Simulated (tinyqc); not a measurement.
Inside a calculation. Model: admittance spectroscopy of a deep trap.

tinyqc, about 0.01 s, one thread, Intel Xeon 2.30GHz (shared host): `OMP_NUM_THREADS=1 python tinyqc.py 2050086 2050087 out.jsonl` Printed values are rounded.

Schottky contact on an n-type layer with shallow donors Nd (all ionised) and a donor-like deep trap, neutral when filled and positive when empty; depletion approximation. Traps within lam of the depletion edge stay filled. The traps at xt = W - lam, where the level crosses the Fermi level, follow a slow signal and not a fast one. w = 2 pi f.

Values chosen for this exercise; material values close to those of germanium:
```
symbol    value   unit                                      meaning
eps_r      15.8                               relative permittivity
Nc      1.04e19  cm^-3   conduction-band density of states at 300 K
vth       3.3e7   cm/s                    thermal velocity at 300 K
Nd       3.3e15  cm^-3                        shallow donor density
Vbi        0.31      V                             built-in voltage
Et         0.25     eV  depth of the trap below the conduction edge
sn      8.5e-17   cm^2                        capture cross-section
Nt       2.9e15  cm^-3                                 trap density
Vr            0      V                                 reverse bias
f         2.6e5     Hz                             signal frequency
T           276      K                                  temperature
```

Constants: q = 1.602176634e-19 C, kB = 1.380649e-23 J/K, eps0 = 8.8541878128e-14 F/cm where lengths are in cm. Results are converted to the units shown.

## Widths and limiting capacitances

lam = sqrt(2 eps0 eps_r (EF - ET)/(q Nd)), EF - ET = Et - (kB T/q) ln(Nc(T)/Nd), Nc(T) = Nc (T/300 K)^1.5. In the steady state at the band bending V, 2 eps0 eps_r V/q = Nd W^2 + Nt (W - lam)^2 (the second term only if W > lam). V = Vbi + Vr. C_HF = eps0 eps_r/W, C_LF = eps0 eps_r (Nd + Nt)/(Nd W + Nt xt).

lam = 180.228 nm
W = 365.778 nm
xt = 185.550 nm
C_HF = 38.2462 nF/cm^2
C_LF = 49.7006 nF/cm^2

The step is 29.9 % of C_HF.

## Admittance at the signal frequency

Emission rate en = sn vth(T) Nc(T) exp(-Et/kB T) = sn g T^2 exp(-Et/kB T), g = vth Nc/(300 K)^2, as vth goes as T^0.5 and Nc as T^1.5 (degeneracy factor 1). Inflection frequency w0 = 2 en [1 + Nt xt/(Nd W)]; C = C_HF + (C_LF - C_HF)/(1 + (w/w0)^2), G/w = (C_LF - C_HF)(w/w0)/(1 + (w/w0)^2).

en = 6.72242e5 1/s
w0/(2 pi) = 3.09371e5 Hz
C = 44.9593 nF/cm^2
G/w = 5.64172 nF/cm^2

The signal lies near the inflection, where the loss is largest.
